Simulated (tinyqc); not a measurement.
Static screening by free carriers, step by step. Values are carried at full precision from step to step, so a last printed digit may differ when a step is redone from the rounded ones.

kF = (3 pi^2 n/Mv)^(1/3), EF = c kF^2/m with c = hbar^2/2m0, n in 1/angstrom^3 (1e-24 per 1/cm^3), e2 = e^2/(4 pi eps0). Thomas-Fermi: qTF^2 = 6 pi e2 n/(eps EF). Debye: qD^2 = 4 pi e2 n/(eps kB T).

Constants: hbar^2/2m0 = 3.80998211 eV angstrom^2; e^2/(4 pi eps0) = 14.39964547 eV angstrom; kB = 8.617333262e-05 eV/K; a0 (Bohr radius) = 0.5291772105 angstrom; hbar = 6.58211957e-16 eV s.

Parameters, chosen for this exercise (near those of Ge; not measured data): n = 6.7e+18 1/cm^3 (carrier density); m = 0.2188 m0 (mass of one isotropic valley); Mv = 4 (valleys); eps = 16 (background dielectric constant); T = 77 K; q = 0.04 1/angstrom (wave vector); aD = 39 angstrom (trial radius); NI = 6.7e+18 1/cm^3 (ionised impurities).

## Fermi and screening wave vectors

Also the effective Bohr radius aB = a0 eps/m and rs = (3/(4 pi n))^(1/3)/aB.

kF = 0.036741 1/angstrom
EF at 0 K = 23.51 meV
EF/kT = 3.54
qTF = 0.069538 1/angstrom
qD = 0.10686 1/angstrom
aB = 38.70 angstrom
rs = 0.850

The gas is partly degenerate; neither limit is exact, and the true screening wave vector lies below both.

## Screening at finite temperature

F_j(eta) = (1/Gamma(j + 1)) integral_0^infinity x^j dx/(1 + exp(x - eta)), which tends to exp(eta) for eta << 0.

At finite T: qs^2 = qD^2 F_-1/2(eta)/F_1/2(eta), where n = Mv N F_1/2(eta) and N = 2 (m kB T/(4 pi c))^(3/2) with c = hbar^2/2m0, in 1/angstrom^3; times 1e24 for 1/cm^3.

Solve for eta and form qs.

n/(Mv N) = 5.016
eta = 3.278
qs = 0.06665 1/angstrom
screening length 1/qs = 15.00 angstrom

qs is 0.624 of the Debye value and 0.958 of the Thomas-Fermi value.

## Lindhard function at one q

Lindhard at zero temperature: eps(q)/eps = 1 + (qTF/q)^2 L(x), x = q/(2 kF), L(x) = 1/2 + ((1 - x^2)/(4x)) ln|(1 + x)/(1 - x)|.

Compare with Thomas-Fermi, 1 + (qTF/q)^2.

x = 0.5444
L(x) = 0.8945
eps(q)/eps, Lindhard = 3.703
eps(q)/eps, Thomas-Fermi = 4.022

The carriers respond with 89 % of their long-wave strength at this q.

## A donor in the screened potential

Donor in the screened potential -(e2/eps) exp(-qs r)/r with the trial function exp(-r/a): E(a) = c/(m a^2) - (e2/eps) 4/(a (2 + qs a)^2), e2 = e^2/(4 pi eps0), c = hbar^2/2m0; isotropic mass.

Evaluate both terms at a = aD.

kinetic term = 11.448 meV
potential term = -4.363 meV
E(aD) = 7.085 meV
unscreened level -m Ry/eps^2 (Ry = 13.60569312 eV) = -11.629 meV

This trial radius gives no binding, nor does any radius up to 3 aB.

## Ionised-impurity scattering at E = 3 kT

Brooks-Herring rate for an electron of energy E: 1/tau = NI (pi e2^2/(eps^2 hbar)) (sqrt(c/m)/E^(3/2)) Phi(b), with Phi = ln(1 + b) - b/(1 + b), b = (2k/qs)^2, k^2 = m E/c, NI in 1/angstrom^3.

e2 = e^2/(4 pi eps0), c = hbar^2/2m0; mobility estimate mu = tau/(m m0/e) with m0/e = 5.685630e-12 kg/C, times 1e4 for cm^2/(V s).

b = 1.029
Phi = 0.2005
1/tau = 7.72e+12 1/s
mu at this energy = 1.04e+03 cm^2/(V s)

b is not large: the electron wavelength is comparable with the screening length, outside the regime that the Brooks-Herring formula is meant for. In this degenerate gas the current is carried at EF, above 3 kT.

## Checks

- Scattering rate against the golden-rule integral over angles (1/s): both 7.716e+12.
- L(x) at x = 0.7 against the integral over the Fermi sphere: both 0.81595.

(tinyqc, `OMP_NUM_THREADS=1 python tinyqc.py 1652294 1652295 out.jsonl`, Intel(R) Xeon(R) Processor @ 2.30GHz, 1 thread, shared host, about 0.01 s.)
